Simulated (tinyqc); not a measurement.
# Pair-potential crystal by lattice sums, step by step

A worked calculation. Computed by tinyqc, a small Python program that keeps every step. Command: `OMP_NUM_THREADS=1 python tinyqc.py 3006003 3006004 out.jsonl pairsum walk`. One thread of a shared host (Intel(R) Xeon(R) Processor @ 2.30GHz), about 0.02 s of CPU time with the checks. Intermediate numbers are printed to about 5 digits and carried at full precision; extremes and crossings named in words are read from the listed rows.

Energy per atom E = (1/2) sum over neighbours of phi(r); d is the nearest-neighbour distance.

Inputs (values chosen for the exercise, for model atoms): well depth eps = 0.372 eV; pair minimum r0 = 3.56 angstrom; cut-off r_c/r0 = 2.24; trial neighbour distance d/r0 = 1.02; stiffness alpha r0 = 4.1.

Potential: Morse. Structure: bcc.

Constants: 1 eV/angstrom^3 = 160.2176634 GPa.

## Shell sums at the trial distance

phi0(r) = eps [exp(-2 alpha (r - r0)) - 2 exp(-alpha (r - r0))]; shifted-force cut-off: phi(r) = phi0(r) - phi0(r_c) - (r - r_c) phi0'(r_c) for r < r_c, zero beyond. Shells (distance in units of d, count): fcc 1.0000 (12), 1.4142 (6), 1.7321 (24), 2.0000 (12), 2.2361 (24), 2.4495 (8), 2.6458 (48), 2.8284 (6), 3.0000 (36), 3.1623 (24); hcp 1.0000 (12), 1.4142 (6), 1.6330 (2), 1.7321 (18), 1.9149 (12), 2.0000 (6), 2.2361 (12), 2.3805 (12), 2.4495 (6), 2.5166 (6), 2.5820 (12), 2.6458 (24), 2.7080 (6), 2.8868 (12), 3.0000 (12), 3.1091 (24), 3.1623 (12); bcc 1.0000 (8), 1.1547 (6), 1.6330 (12), 1.9149 (24), 2.0000 (8), 2.3094 (6), 2.5166 (24), 2.5820 (24), 2.8284 (24), 3.0000 (32); sc 1.0000 (6), 1.4142 (12), 1.7321 (8), 2.0000 (6), 2.2361 (24), 2.4495 (24), 2.8284 (12), 3.0000 (30), 3.1623 (24); diamond 1.0000 (4), 1.6330 (12), 1.9149 (12), 2.3094 (6), 2.5166 (12), 2.8284 (24), 3.0000 (16). Volumes per atom in d^3: fcc 0.70711, hcp 0.70711, bcc 0.76980, sc 1.00000, diamond 1.53960; hcp has the ideal c/a. Every shell inside the cut-off is summed. List each shell within the cut-off.

Shells:
```
shell  count  r (angstrom)  phi (eV)  phi' (eV/angstrom)  phi'' (eV/angstrom^2)
1          8        3.6312  -0.34219             0.05687                0.76599
2          6        4.1929  -0.24780             0.20867               -0.01675
3         12        5.9297  -0.03160             0.04700               -0.05600
4         24        6.9532  -0.00481             0.01159               -0.01902
5          8        7.2624  -0.00204             0.00661               -0.01349
```

## Energy and virial pressure

E = (1/2) sum count x phi; P = -(1/(6 Omega)) sum count x r phi', Omega = 0.769800 d^3.

energy at the trial distance = -2.3676 eV/atom

pressure at the trial distance = -9.1024 GPa

The pressure is negative, so the lattice wants to contract.

## Equilibrium

Equilibrium: dE/dd = 0 at the lowest minimum with d between 0.78 r0 and 1.45 r0; B = d^2 E''(d)/(9 Omega). Unrelaxed vacancy: removing an atom breaks its bonds (2|E|) and placing it on the surface returns |E|, so E_v = |E|.

equilibrium distance d = 3.2256 angstrom

energy per atom = -2.8265 eV

bulk modulus B = 65.783 GPa

unrelaxed vacancy energy = 2.8265 eV

d is 9.4 % shorter than r0, because further shells pull and the first shell must push back.

## Elastic constants

At zero stress C_ijkl = (1/(2 Omega)) sum (phi'' - phi'/r) R_i R_j R_k R_l / r^2 over all neighbours, on cube axes; so C44 = C12 (Cauchy relation). C' = (C11 - C12)/2.

C11 = 68.753 GPa

C12 = C44 = 64.298 GPa

C' = 2.2276 GPa

C' and C44 are positive: the structure is stable against homogeneous shear.

## Ranking of structures

The formulas are those given above.

Each structure at its own equilibrium:
```
structure  neighbours  d (angstrom)  E (eV/atom)  volume (angstrom^3)  B (GPa)
fcc                12        3.3131      -2.8499               25.715   64.982
hcp                12        3.3150      -2.8514               25.759   64.488
bcc                 8        3.2256      -2.8265               25.836   65.783
sc                  6        3.1230      -2.1379               30.460   39.254
diamond             4        3.1662      -1.1268               48.869   12.605
```

The order is hcp < fcc < bcc < sc < diamond; hcp lies 1.5 meV below fcc. fcc (-2.849891 eV) and hcp (-2.851430 eV) share two shells and differ from the third on. Pair forces reward the number of bonds: diamond reaches only 40 % of the best binding. Caution: each structure is relaxed in d alone and may be unstable against shear; the tiny fcc-hcp difference depends on the cut-off.

Checks made by the program: virial pressure against -dE/dV (relative difference 1e-09); (C11 + 2 C12)/3 against the curvature of E(d) (relative difference 1e-09).
